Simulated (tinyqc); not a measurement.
# From cation line with ligand back to log10 of the stability constant beta of ML

Model: potential-pH (Pourbaix) lines of a metal, its cation, its oxide and an oxyanion, with a complexing ligand. Computed by tinyqc, a small Python program. Command: `OMP_NUM_THREADS=1 python tinyqc.py 3017019 3017020 out.jsonl pourb inv`. One thread of a shared host (Intel(R) Xeon(R) Processor @ 2.30GHz), about 0.01 s of CPU time with the checks.

Potentials are against the standard hydrogen electrode; solids and water have unit activity; dG_f of M, H+ and the electron is zero; F = e N_A and s = R T ln(10)/F. The cation carries z = 2.

Inputs (values chosen for the exercise, modelled on copper):
```
quantity,value,unit
dG_f of the cation,65.09,kJ/mol
dG_f of the oxide,-130.2,kJ/mol
dG_f of the oxyanion,-199.57,kJ/mol
dG_f of water,-237.14,kJ/mol
temperature T,298.15,K
log10 of the dissolved activity a,-4,-
pH,11,-
pKa of HL,9.7,-
total ligand c_L,0.0026,mol/L
```

Species: M, M2+, MO, MO2(2-).

Constants: R = 8.314462618 J/(mol K); e = 1.602176634e-19 C; N_A = 6.02214076e+23 1/mol.

Method. M2+ + 2e = M; MO + 2H+ + 2e = M + H2O; MO2(2-) + 4H+ + 2e = M + 2H2O. For each, E0 = -dG/(z F), and E = E0 + (s/z) log10 a - (s n_H/z) pH, with no activity term for the oxide. The free ligand is c_L/(1 + 10^(pKa - pH)) (ligand in excess); dissolved metal is a in all, so the free cation is a/alpha, alpha = 1 + beta [L]; the cation line drops by (s/z) log10 alpha.

Task: A run gave the result below. Find the log10 of the stability constant beta of ML, known to lie between 6.5 and 13.

cation line with ligand = 0.0201893 V

Result:

Each step takes the trial c = (a f_b - b f_a)/(f_b - f_a), f being the result less the target and a, b, c the logarithms of the listed values; c replaces end b, the old b replaces a if the sign of f changed, and otherwise f_a is halved.

Scan of the range:
```
log10 of the stability constant beta of ML,cation line with ligand (V)
6.50,0.103809
7.30,0.080147
8.19,0.053821
9.19,0.024242
10.30,-0.008592
11.60,-0.047045
13.00,-0.088457
```

False position (Illinois rule, in the logarithm of the input) inside the bracket:
```
step,end a,end b,trial,cation line with ligand (V)
1,9.1900,10.3000,9.32025,0.0203889
2,10.3000,9.3203,9.32667,0.0201990
3,10.3000,9.3267,9.32730,0.0201805
4,9.3267,9.3273,9.32700,0.0201893
5,9.3273,9.3270,9.32700,0.0201893
```

Cation line with ligand falls at every point of a 13-point scan of the range (every second point is shown), so one value fits; it is bracketed by 9.19 and 10.3. Answer: log10 of the stability constant beta of ML = 9.327.
